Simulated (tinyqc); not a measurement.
Scan in temperature at fixed frequency: admittance spectroscopy and thermally stimulated current of one trap level in a depletion layer. Computed by tinyqc, a small Python program. Command: `OMP_NUM_THREADS=1 python tinyqc.py 3113207 3113208 out.jsonl admit walk`. One thread of a shared host (Intel(R) Xeon(R) Processor @ 2.30GHz), about 0.01 s of CPU time with the checks.

A Schottky junction on n-type material holds one donor-like electron trap; shallow donors are fully ionised and abrupt depletion edges are assumed.

Inputs (values chosen for the exercise, modelled on n-type silicon):
```
quantity                         value    unit
dielectric constant eps           11.8       -
density-of-states mass m           1.1     m_0
shallow doping N               4.1e+16  1/cm^3
trap density N_t               1.4e+16  1/cm^3
trap depth E_t below the band    0.404      eV
capture cross section sigma    2.7e-16    cm^2
band bending V_b                  0.91       V
test frequency f                   400      Hz
```

Constants: k_B = 1.380649e-23 J/K; m_0 = 9.1093837015e-31 kg; h = 6.62607015e-34 J s; k_B = 8.617333262e-05 eV/K; eps_0 = 8.8541878128e-12 F/m; e = 1.602176634e-19 C.

Method:
- N_c = 2 (2 pi m k_B T/h^2)^(3/2), v_th = sqrt(3 k_B T/m), emission rate e_n = sigma v_th N_c exp(-E_t/(k_B T)).
- Where the level crosses the Fermi level capture equals emission, so the trap follows the signal with the rate 2 e_n; G/omega peaks at omega = 2 e_n (the correction for large N_t/N is left out).
- Solve 2 e_n(T_p) = 2 pi f.
- With E_c - E_F = k_B T_p ln(N_c/N): lambda = sqrt(2 eps eps_0 (E_t - (E_c - E_F))/(e^2 N)); traps are empty and charged for x < x_t = w - lambda, and V_b = e (N w^2 + N_t x_t^2)/(2 eps eps_0). High frequency: C_hf = eps eps_0/w. Low frequency: C_lf = eps eps_0 (N + N_t)/(N w + N_t x_t).
- With x = omega/(2 e_n): C = C_hf + (C_lf - C_hf)/(1 + x^2), G/omega = (C_lf - C_hf) x/(1 + x^2); C_hf and C_lf are held at their values at T_p.

peak temperature T_p = 263.474 K

C_hf = 63.4777 nF/cm^2

C_lf = 73.8548 nF/cm^2

Admittance:
```
T (K)  omega/(2 e_n)  C (nF/cm^2)  G/omega (nF/cm^2)
231.9         14.556       63.526             0.7095
242.4          5.550       63.804             1.8110
250.3          2.827       64.632             3.2626
258.2          1.498       66.677             4.7922
263.5          0.998       68.676             5.1885
268.7          0.680       70.572             4.8258
276.6          0.390       72.485             3.5128
287.2          0.194       73.480             1.9356
300.4          0.086       73.778             0.8892
```

The peak of G/omega is half the step, 5.19 nF/cm^2. Its full width is near 2 ln(2 + sqrt3) k_B T_p^2/(E_t + 2 k_B T_p) = 35.1 K. Caution: N_t/N is not small, so the peak moves away from omega = 2 e_n.

Extremes, crossings and ranges named in words are read from the listed rows.
